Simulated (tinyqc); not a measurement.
Doping and offset from the band bending.

Question. An n-N heterojunction in equilibrium with Boltzmann electrons and no holes obeys er1 N1 g(u1/Vt) = er2 N2 g(-u2/Vt), g(t) = exp(t) - t - 1, where u1 = psi_j - psi_L and u2 = psi_R - psi_j, and u1 + u2 = dEc + Vt ln(N2 Nc1/(N1 Nc2)). Find N2 and dEc.

Values chosen for this exercise; band and dielectric values those of a made-up pair: temperature T = 400 K; relative permittivity of material 1 er1 = 11.8; conduction-band density of states of material 1 Nc1 = 4.36e19 cm^-3; relative permittivity of material 2 er2 = 12; conduction-band density of states of material 2 Nc2 = 1.74e20 cm^-3; donor density of material 1 N1 = 6.7e15 cm^-3.

Constants: q = 1.602176634e-19 C, kB = 1.380649e-23 J/K, Vt = kB T/q. Results are converted to the units shown.

bending psi_j - psi_L = 0.076793667 V
bending psi_R - psi_j = 0.018766640 V

Answer. Continuity of D gives N2 directly; the sum of the bendings then gives the offset.

N2 = 3.200e17 cm^-3
dEc = 0.01000 eV

Numbers from tinyqc (`OMP_NUM_THREADS=1 python tinyqc.py 2040138 2040139 out.jsonl`; about 0.03 s on one thread of a shared Intel Xeon 2.30GHz).
